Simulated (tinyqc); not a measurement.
Inside a calculation: band-to-band tunnelling across a p-n junction in a two-band chain. Values are carried at full precision from step to step, so a last printed digit may differ when a step is redone from the rounded ones.

Sites alternate A at -Eg/2 and C at +Eg/2 with hopping -t; near the edges, with k counted from the zone boundary pi/a, E^2 = (Eg/2)^2 + (t a k)^2, so t = sqrt(c Eg/m)/a gives the mass m, c = hbar^2/2m0. In the gap cosh(q a) = 1 + (Eg^2/4 - e^2)/(2 t^2), e the energy from the local mid-gap. The potential is V0 = Eg + ov on the p side (left), 0 on the n side, and falls linearly over the 2N sites of the junction, V_j = V0 (1 - j/(2N + 1)), j = 1 to 2N, site 1 being A. E = Eg/2 + x ov. A half chain that ends on a site of level e1 with neighbour e2 has g = (1 + z)/(E - e1), z = exp(-/+ i k a) the root with Im g < 0, cos(k a) = (E - e1)(E - e2)/(2 t^2) - 1. S_L = t^2 g (ending on C, shifted by V0), S_R = t^2 g (starting on A). T = 4 Im(S_L) Im(S_R) |G_(1,2N)|^2.

Constants: hbar^2/2m0 = 3.80998211 eV angstrom^2.

Inputs chosen for the exercise (gap and mass near those of GaSb; not measured data):
```
symbol  value   unit      meaning
Eg      0.734   eV        gap
m       0.0438  m0        mass of electron and light hole
a       4       angstrom  period (two sites)
ov      0.44    eV        overlap: top of the valence band on the p side above the conduction edge on the n side
N       4                 periods in the small junction
x       0.31              energy above the n-side conduction edge, as a share of ov
```

## Hopping, field and tunnelling length

Form t, V0, E, the field F = V0/((2N + 1) a/2) (1 V/angstrom = 100 MV/cm) and the length Eg/F over which E lies in the gap.

t = 1.9976 eV
V0 = 1.1740 eV
E = 0.5034 eV
F = 6.522 MV/cm
tunnelling length = 11.25 angstrom

So short a junction keeps the matrix small; its field is above the 1 to 3 MV/cm of tunnel diodes.

## Self-energies of the two sides

Form cos(k a) and S for each side.

cos(k a): left -0.960529, right -0.985124

S_L, S_R (eV): -0.15180-1.06984i  0.06820-0.78784i

## Recursive Green function

g_1 = 1/(E - e_1 - S_L); g_j = 1/(E - e_j - t^2 g_(j-1)), with S_R also subtracted at the last site; G_1j = G_1(j-1) (-t) g_j, G_11 = g_1; e_j is the site level plus V_j. The self-energies stand in the order S_L, S_R.

Sweep:
```
j  e_j (eV)       g_j (1/eV)      G_1j (1/eV)
1    0.6766  -0.0187-0.9343i  -0.0187-0.9343i
2    1.2801  -0.0488-0.2590i   0.4816-0.1007i
3    0.4157   0.2460-0.9003i  -0.0556+0.9157i
4    1.0192  -0.0988-0.2372i  -0.4447+0.1545i
5    0.1548   0.5133-0.6537i   0.2543-0.7392i
6    0.7583  -0.1902-0.2154i   0.4147-0.1714i
7   -0.1061   0.5240-0.3291i  -0.3213+0.4521i
8    0.4974  -0.2379-0.2322i  -0.3624+0.0658i
```

T = 0.4573

## WKB for the same field

T = exp(-2 I/F), I = integral of q de across the gap. Continuum: q = sqrt(Eg^2/4 - e^2)/(t a), I = pi Eg^2/(8 t a). Lattice: q from the cosh formula, 12 Gauss-Legendre points in u with e = (Eg/2) sin(u), u from -pi/2 to pi/2. F in V/angstrom is the value in MV/cm over 100.

I (eV/angstrom): continuum 0.026478, lattice 0.026450

T by WKB: continuum 0.4440, lattice 0.4444

The chain gives 0.4573, 1.029 times the lattice WKB value; the exponent is only 0.81, and reflections at the two kinks of the potential count.

## Checks

- G_(1,2N) from the sweep against inversion of the whole matrix (size): both 0.36829.

Computed by tinyqc, a small Python program: `OMP_NUM_THREADS=1 python tinyqc.py 1450609 1450610 out.jsonl` (the numbers bound the seed that draws the inputs); one thread of a shared host (Intel(R) Xeon(R) Processor @ 2.30GHz), about 0.01 s for the whole set of steps.
